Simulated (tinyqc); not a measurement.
Single-electron transistor, orthodox theory and master equation: two steps of the calculation.

A metal island with n extra electrons joins the left lead (voltage V) and the right lead (0 V) by tunnel junctions and couples to a gate. Cs = CL + CR + Cg. Adding electron n + 1 costs mu(n) = [q (n + 1/2) - CL V - Cg Vg]/Cs (in volts); the Fermi levels are -V (left) and 0 (right). A jump that gains the energy W has the rate G(W) = (W/q)/(R [1 - exp(-W/Vt)]), W in volts, Vt = kB T/q. Sequential tunnelling only; I > 0 flows from left to right.

Inputs (values chosen for the exercise):
- RL = 240 kohm (resistance of the left junction)
- RR = 4800 kohm (resistance of the right junction)
- T = 16 K (temperature)
- V = 8.1 mV (bias of the left lead)
- n0 = 0 (lowest charge state kept)
- n1 = 2 (highest charge state kept)

Constants: q = 1.602176634e-19 C, kB = 1.380649e-23 J/K, Vt = kB T/q. Results are converted to the units shown.

Task 1. Tunnelling rates. Onto the island: from the left W = -V - mu(n), from the right W = -mu(n); off the island (n + 1 to n): to the left W = mu(n) + V, to the right W = mu(n).

mu(n), n to n + 1, n 0 to 1 (mV): -13.207174  16.136721

Give: on from left; on from right; off to left; off to right.

Result 1.

```
n to n + 1, n  on from left (1/ns)  on from right (1/ns)  off to left (1/ns)  off to right (1/ns)
0                            136.2                 17.17               3.353             0.001188
1                         1.463e-5              1.734e-4               630.3                20.98
```

Task 2. Probabilities and current. Steady state: p(n + 1)/p(n) = (sum of on rates)/(sum of off rates), normalised. I = q sum_n [p(n + 1) (off to left) - p(n) (on from left)].

```
n to n + 1, n  on from left (1/ns)  on from right (1/ns)  off to left (1/ns)  off to right (1/ns)
0                        136.17135             17.174666           3.3527164         0.0011879870
1                     1.4632590e-5          1.7338995e-4           630.30715            20.982984
```

Wanted: p(n); I; mean n.

Result 2.

p(n), n 0 to 2: 0.021403  0.97860  2.8251e-7
I = 0.058735 nA
mean n = 0.97860

Two plain resistors in series would pass 1.61 nA; this is 3.65 % of that. 2 charge states hold more than 1 % each.

Range of the model: Cotunnelling, which dominates deep in the blockade, is left out.

Program tinyqc, `OMP_NUM_THREADS=1 python tinyqc.py 2780013 2780014 out.jsonl`; Intel Xeon 2.30GHz, shared host, one thread, about 0.01 s.
